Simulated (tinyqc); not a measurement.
The choice of windows: ionisation potential and affinity of a slab from the planar-averaged potential.

A model of the planar-averaged electrostatic energy of an electron in a periodic cell of N1 periods of A (L1 = N1 n1 h) and N2 periods of vacuum (L2 = N2 n2 h), on z_j = j h: V(z) = f VA + (1 - f) VB + F t(z), VA = V1[0] + V1[1] cos(2 pi z/(n1 h)) + V1[2] cos(4 pi z/(n1 h)), VB the same with V2, n2 and z - L1. f = [tanh(z/w) - tanh((z - L1)/w) + tanh((z - L1 - L2)/w)]/2 + 1/2; t(z) = z - L1/2 in A and (L1/L2)(L1 + L2/2 - z) beyond, so that the cell is periodic.

Running mean over n points, periodic: for odd n the plain mean of the n points centred on j; for even n the n + 1 points with half weight at both ends. The macroscopic average applies the mean over n1 points and then over n2 points.

Parameters, chosen for this exercise (gap near that of GaAs; not measured data): h = 0.3 angstrom (grid step); n1 = 6 (grid points per period of A); n2 = 6 (grid points per period of the vacuum filter); N1 = 4 (periods of A); N2 = 5 (periods of vacuum); V1 = (-6.51, 4.92, 0.09) eV (mean and two harmonics of the potential in A); V2 = (0, 0, 0) eV (the same in vacuum); w = 0.39 angstrom (width of the interfaces); F = 0 eV/angstrom (slope in A from opposite charges on the two interfaces).

dV read at j = 12 and 39 after means over the numbers of points listed; ripple is the spread over the five points around each.

Results:

| windows | dV (eV) | ripple in A (meV) | ripple in vacuum (meV) |
|---|---|---|---|
| none | 1.500 | 7515 | 0 |
| 6 only | 6.510 | 0 | 0 |
| 7 only | 7.200 | 1035 | 0 |
| 7, 7 | 6.408 | 153 | 0 |
| 6, 6 | 6.510 | 0 | 0 |

Which rows can be used, and how does a wrong window show?

The last row matches both periods and lies 0 meV from the value of a thick cell, V2[0] - V1[0] = 6.510 eV. Against it the raw potential errs by -5.01 eV. Within 20 meV of it lie: 6 only. A window one point too long leaves a ripple of 1035 meV in A, against 0 meV in the last row: the ripple is the sign to look for. Rows to use, with under 30 meV of ripple in both regions once the tilt is taken off: 6 only and 6, 6. A row with a large ripple can hit the right value only by chance.

tinyqc: `OMP_NUM_THREADS=1 python tinyqc.py 1880601 1880602 out.jsonl`; about 0.01 s, one thread, shared Intel(R) Xeon(R) Processor @ 2.30GHz.
